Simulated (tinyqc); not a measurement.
Inside a calculation. Model: strained Delta valleys, repopulation and conductivity mass.

Numbers from tinyqc (`OMP_NUM_THREADS=1 python tinyqc.py 2530082 2530083 out.jsonl`; about 0.01 s on one thread of a shared Intel Xeon 2.30GHz). Printed values are rounded.

A cubic crystal with three pairs of conduction valleys along x, y and z under uniaxial stress X along [110] (X > 0 is tension); current along [-110]. Non-degenerate electrons, fixed total density, one relaxation time for all valleys and stresses, masses unchanged by strain, so the mobility goes as the mean inverse mass.

Values chosen for this exercise; values close to those of silicon:
- T = 293 K (temperature)
- s11 = 7.81 1/TPa (compliance)
- s12 = -2.14 1/TPa (compliance)
- s44 = 12.6 1/TPa (compliance)
- Xu = 9.35 eV (shear deformation potential)
- ml = 0.885 m0 (longitudinal mass)
- mt = 0.196 m0 (transverse mass)
- X = 130 MPa (uniaxial stress (tension positive))

Constants: q = 1.602176634e-19 C, kB = 1.380649e-23 J/K, Vt = kB T/q. Results are converted to the units shown.

Range of the model: Shear strain also changes the transverse masses of these valleys, which is left out.

## Strain tensor

Stress s_ij = X a_i a_j with a the unit vector along [110]; strain e_ii = s11 s_ii + s12 (s_jj + s_kk), e_ij = s44 s_ij/2.

strain (%):
```
           x          y           z
x  0.0368550  0.0409500   0.0000000
y  0.0409500  0.0368550   0.0000000
z  0.0000000  0.0000000  -0.0278200
```

## Valley shifts and shares

Valley shift dE = Xu (n.e.n - trace(e)/3) with n the valley axis; share f proportional to exp(-dE/Vt).

```
valley  dE (meV)   share f
x        2.01570  0.305753
y        2.01570  0.305753
z       -4.03141  0.388494
```

The splitting is 6.05 meV, 0.24 Vt.

## Conductivity mass and mobility

Inverse mass along the current d = [-110]: (n.d)^2/ml + (1 - (n.d)^2)/mt; mu/mu0 = sum f (1/m) over the plain mean of 1/m.

1/m along d, valley x to z (1/m0): 3.11599  3.11599  5.10204
conductivity mass = 0.257231 m0
unstrained value = 0.264690 m0
mu/mu0 = 1.02900

The possible range, all electrons in one kind of valley, is 0.825 to 1.35.
